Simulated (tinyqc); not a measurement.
Length of a polyene: Hueckel, PPP and singles CI along the polyenes. Computed by the program tinyqc. Hueckel uses the same beta without repulsion; CIS keeps all single excitations and so misses the low, doubly excited 2Ag state. W is the valence ionisation energy of a centre, MN the Mataga-Nishimoto formula, f the oscillator strength.

All-trans chains of carbon centres 1.40 angstrom apart:
```
parameter                               value
beta (eV), times 1 +/- alternation  -2.450000
alternation                          0.040000
W (eV)                              11.160000
gamma_rr (eV)                        9.930000
repulsion formula                          MN
```

Gaps and excitations (eV):
```
centres  Hueckel gap  PPP orbital gap  bright singlet (CIS)      f  lowest triplet (CIS)
2              5.096           10.148                 7.535  0.646                 2.657
4              3.261            7.753                 5.328  1.083                 1.676
6              2.425            6.548                 4.271  1.535                 1.230
8              1.952            5.822                 3.644  1.967                 0.984
12             1.439            4.993                 2.931  2.757                 0.733
```

Estimate the missing row, centres = 10.

Computed row:
```
centres  Hueckel gap  PPP orbital gap  bright singlet (CIS)      f  lowest triplet (CIS)
10             1.649            5.337                 3.227  2.373                 0.833
```

The Hueckel gap tends to 4 x alternation x |beta| = 0.39 eV for long chains. Exchange opens the PPP orbital gap, and the attraction of electron and hole brings the bright state 2.06 eV below it at 12 centres; the triplet lies 2.20 eV lower still.
